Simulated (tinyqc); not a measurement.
# Resistance of a source-drain extension with a graded tip: what changes with what

y runs along the channel, the gate covers y > 0. The doping is N0 for y < y0 and N0 10^(-(y - y0)/la) beyond, uniform over the depth xj. Sheet conductance s(y) = q mu(N) max(N - Nch, 0) xj + (for y > 0) ma Cox Vo, with mu(N) = u0 + (u1 - u0)/(1 + (N/Nr)^au) and Cox = eps0 eox/tox. Current is taken as one-dimensional; depletion of the tip, spreading and the contact are left out. The metallurgical junction lies at yj, where N = Nch.

Inputs (values chosen for the exercise); mobility law close to that of electrons in silicon:

| symbol | value | unit | meaning |
|---|---|---|---|
| eox | 3.9 |  | relative permittivity of the gate insulator (close to silicon dioxide) |
| tox | 1.5 | nm | insulator thickness |
| N0 | 7.1e19 | cm^-3 | active doping of the extension far from the gate |
| la | 2.5 | nm/decade | lateral abruptness |
| y0 | 0.3 | nm | position under the gate where the fall begins (gate edge at 0) |
| xj | 28 | nm | depth of the extension |
| Nch | 3.9e17 | cm^-3 | channel doping |
| Ls | 5 | nm | spacer length |
| Vo | 0.61 | V | gate overdrive |
| ma | 100 | cm^2/(V s) | mobility of the gate-induced layer |
| u1 | 1414 | cm^2/(V s) | mobility at low doping |
| u0 | 68.5 | cm^2/(V s) | mobility at high doping |
| Nr | 9.2e16 | cm^-3 | reference doping |
| au | 0.711 |  | exponent |
| Lg | 30 | nm | gate length |

Constants: q = 1.602176634e-19 C, eps0 = 8.8541878128e-14 F/cm where lengths are in cm. Results are converted to the units shown.

Each table varies one quantity; the others keep the values above.

## Abruptness at a fixed junction position

R_spacer = integral of dy/s from -Ls to 0, R_ov from 0 to yj, R_channel = (Lg - 2 yj)/(ma Cox Vo), R_total = 2 R_spacer + 2 R_ov + R_channel. Electrical length L_eff = ma Cox dR_total/d(1/Vo); R_series = R_total - L_eff/(ma Cox Vo). y0 is moved with la so that yj stays at 5.9505 nm.

The same in every row: yj (nm) = 5.950; R_channel (ohm um) = 128.9.

Result of one run:
```
la (nm/decade)  R_spacer (ohm um)  R_ov (ohm um)  R_total (ohm um)  L_eff (nm)  R_series (ohm um)
3.4                         2.475          19.37             172.6       21.25              21.22
```

What becomes of these results when the lateral abruptness la is changed from 3.4 to 4.4 nm/decade, all else the same?

Result of the changed run:
```
la (nm/decade)  R_spacer (ohm um)  R_ov (ohm um)  R_total (ohm um)  L_eff (nm)  R_series (ohm um)
4.4                         4.731          22.80             183.9       22.06              26.83
```

The whole series:
```
la (nm/decade)  R_spacer (ohm um)  R_ov (ohm um)  R_total (ohm um)  L_eff (nm)  R_series (ohm um)
1                           1.966          7.389             147.6       19.06              11.90
1.5                         1.966          9.975             152.8       19.52              13.78
2                           1.966          12.56             157.9       19.98              15.66
2.5                         1.966          15.15             163.1       20.44              17.55
2.9                         2.024          17.16             167.3       20.81              19.08
3.4                         2.475          19.37             172.6       21.25              21.22
3.9                         3.383          21.23             178.1       21.67              23.77
4.4                         4.731          22.80             183.9       22.06              26.83
```

As la goes from 1 to 4.4 nm/decade, R_total rises from 148 to 184 ohm um, R_spacer rises from 1.97 to 4.73 ohm um and R_ov rises from 7.39 to 22.8 ohm um. R_total changes on average by 10.7 ohm um for each nm/decade. L_eff exceeds the metallurgical length by 0.956 nm in the first row and 3.96 nm in the last, since the gate also controls the lightly doped tips.

## Effect of the depth of the extension

Same model as above.

The same in every row: yj (nm) = 5.950; R_channel (ohm um) = 128.9.

Effect of the depth of the extension:
```
xj (nm)  R_spacer (ohm um)  R_ov (ohm um)  R_total (ohm um)  L_eff (nm)  R_series (ohm um)
4                    13.76          29.31             215.0       24.41              41.21
5.6                  9.828          26.93             202.4       23.63              34.12
7.7                  7.148          24.59             192.4       22.92              29.19
11                   5.003          21.92             182.7       22.15              25.02
15                   3.669          19.61             175.4       21.53              22.14
21                   2.621          17.16             168.4       20.91              19.53
29                   1.898          14.91             162.5       20.39              17.32
40                   1.376          12.81             157.3       19.93              15.31
```

What does the comparison show?

As xj goes from 4 to 40, R_total falls from 215 to 157 ohm um, L_eff falls from 24.4 to 19.9 nm and R_series falls from 41.2 to 15.3 ohm um.

Program tinyqc, `OMP_NUM_THREADS=1 python tinyqc.py 2282074 2282075 out.jsonl`; Intel Xeon 2.30GHz, shared host, one thread, about 0.03 s.
